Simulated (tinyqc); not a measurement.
# A clean chain and dephasing by Buettiker voltage probes: several studies

Sites 1 to 3 form a chain with hopping -t. Lead L joins site 1 and lead R site 3, both semi-infinite chains with hopping -t and site energy 0. Every site carries a probe with self-energy -i Gamma_p/2 that draws no net current. Linear response at zero temperature: mu_L = 1, mu_R = 0 in units of the bias.

Values chosen for this exercise: hopping (matrix element -t) t = 1.7 eV; site energies 1 to N U = [0, 0, 0] eV; Fermi energy E = 0.07 eV; probe broadening Gamma_p gp = 1.7 eV.

Constants: q = 1.602176634e-19 C, h = 6.62607015e-34 J s. Results are converted to the units shown.

Each table varies one quantity; the others keep the values above.

## Effect of the dephasing strength

Sigma = t^2 g(E), g(x) = (x - i sqrt(4 t^2 - x^2))/(2 t^2) for |x| < 2 t and (x - sign(x) sqrt(x^2 - 4 t^2))/(2 t^2) otherwise; Gamma = -2 Im Sigma; G = (E - H - Sigma_L - Sigma_R + i Gamma_p/2)^(-1). With Gamma the broadening by one lead, T_RL = Gamma^2 |G_(3,1)|^2, T_pL = Gamma Gamma_p |G_(p,1)|^2, T_pR = Gamma Gamma_p |G_(p,3)|^2, T_pq = Gamma_p^2 |G_(p,q)|^2 for p != q. No current into probe p: W mu = T_pL with W_pp = T_pL + T_pR + sum_q T_pq and W_pq = -T_pq. Then T_eff = T_RL + sum_p T_pR mu_p, and the resistance is (h/2q^2)/T_eff. Without probes means Gamma_p = 0.

Results:

| gp (eV) | T_RL | through probes | T_eff | resistance (kohm) |
|---|---|---|---|---|
| 0.017 | 0.9851 | 0.007439 | 0.9926 | 13.00 |
| 0.034 | 0.9705 | 0.01476 | 0.9852 | 13.10 |
| 0.07 | 0.9402 | 0.02985 | 0.9700 | 13.31 |
| 0.14 | 0.8841 | 0.05768 | 0.9418 | 13.70 |
| 0.29 | 0.7755 | 0.1110 | 0.8865 | 14.56 |
| 1.2 | 0.3559 | 0.2956 | 0.6515 | 19.81 |
| 2.5 | 0.1237 | 0.3376 | 0.4614 | 27.98 |
| 5 | 0.02064 | 0.2488 | 0.2694 | 47.90 |

Estimate the missing row, gp = 0.59 eV.

Computed row:

| gp (eV) | T_RL | through probes | T_eff | resistance (kohm) |
|---|---|---|---|---|
| 0.59 | 0.5980 | 0.1951 | 0.7932 | 16.27 |

With this row back in the table: Without probes the transmission is 1.00. T_eff falls from 0.993 to 0.269; the direct part falls from 0.985 to 0.0206 and the part through probes goes from 0.00744 through a maximum of 0.338 (at gp = 2.5 eV among the rows listed) to 0.249. At this energy dephasing lowers T_eff from the start: the probes give back less than the direct part loses.

## Coherent and dephased transmission against energy

Same model as above.

The same in every row: T without probes = 1.000.

Results:

| E (eV) | T_eff |
|---|---|
| -3.06 | 0.3775 |
| -2.55 | 0.4546 |
| -1.53 | 0.5286 |
| -1.02 | 0.5495 |
| -0.51 | 0.5617 |
| 0 | 0.5657 |
| 0.51 | 0.5617 |
| 1.02 | 0.5495 |
| 1.53 | 0.5286 |
| 2.04 | 0.4980 |
| 2.55 | 0.4546 |
| 3.06 | 0.3775 |

Estimate the missing row, E = -2.04 eV.

Computed row:

| E (eV) | T_eff |
|---|---|
| -2.04 | 0.4980 |

With this row back in the table: Without probes T is 1.00 in every row, with them between 0.378 and 0.566. The probes lower it in 13 rows and raise it in 0.

## Resistance against length

With Gamma the broadening by one lead, T_RL = Gamma^2 |G_(last,1)|^2, T_pL = Gamma Gamma_p |G_(p,1)|^2, T_pR = Gamma Gamma_p |G_(p,last)|^2, T_pq = Gamma_p^2 |G_(p,q)|^2 for p != q. The list U is repeated k times, each site with its probe.

The same in every row: T without probes = 1.000.

Result of one run:

| k | sites | T_eff | resistance (kohm) |
|---|---|---|---|
| 3 | 9 | 0.3007 | 42.92 |

What becomes of these results when the number of repeats k is changed from 3 to 4, all else the same?

Result of the changed run:

| k | sites | T_eff | resistance (kohm) |
|---|---|---|---|
| 4 | 12 | 0.2439 | 52.92 |

The whole series:

| k | sites | T_eff | resistance (kohm) |
|---|---|---|---|
| 1 | 3 | 0.5656 | 22.82 |
| 2 | 6 | 0.3908 | 33.02 |
| 3 | 9 | 0.3007 | 42.92 |
| 4 | 12 | 0.2439 | 52.92 |
| 6 | 18 | 0.1771 | 72.88 |
| 8 | 24 | 0.1390 | 92.84 |
| 12 | 36 | 0.09722 | 132.8 |
| 16 | 48 | 0.07474 | 172.7 |

The resistance rises from 22.8 to 173 kohm, by 3.33 kohm a site between k = 8 and 12 and 3.33 between 12 and 16: Ohm's law, R = R0 + rho N with the extrapolated intercept R0 = 13.0 kohm (h/2q^2 = 12.91 kohm) and a back-scattering length (h/2q^2)/rho of 3.88 sites.

tinyqc, about 0.01 s, one thread, Intel Xeon 2.30GHz (shared host): `OMP_NUM_THREADS=1 python tinyqc.py 2700047 2700048 out.jsonl`
